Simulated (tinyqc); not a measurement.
Sublattice potential against complex hopping: Haldane model. Computed by the program tinyqc. Command: `OMP_NUM_THREADS=1 python tinyqc.py 110898 110899 out.jsonl`; one thread of a shared host (Intel(R) Xeon(R) Processor @ 2.60GHz), about 0.07 s.

Honeycomb lattice:
```
parameter      value
t1 (eV)     0.860000
t2 (eV)     0.100000
phi (rad)  -1.680000
```

H_AA = delta - 2 t2 sum cos(k.b + phi), H_BB = -delta - 2 t2 sum cos(k.b - phi), H_AB = -t1 (1 + exp(-i k.a1) + exp(-i k.a2)), b = a1, a2 - a1, -a2, m = 3 sqrt3 t2 sin(phi); the sign of the Chern number follows the orientation k1 then k2.

Gaps at the two valleys (eV) and Chern number of the lower band (12 x 12 mesh):
```
delta   gap 2|delta - m|  gap 2|delta + m|  Chern number
-0.930             0.827             2.893             0
-0.671             0.309             2.375             0
-0.310             0.413             1.653             1
0.000              1.033             1.033             1
0.207              1.447             0.619             1
0.387              1.807             0.259             1
0.646              2.325             0.259             0
1.033              3.099             1.033             0
```

Here |m| = 0.5165 eV. For |delta| < |m| the two valleys have masses of opposite sign and the Chern number is +/-1; one gap closes at |delta| = |m|, and beyond it the band is trivial.
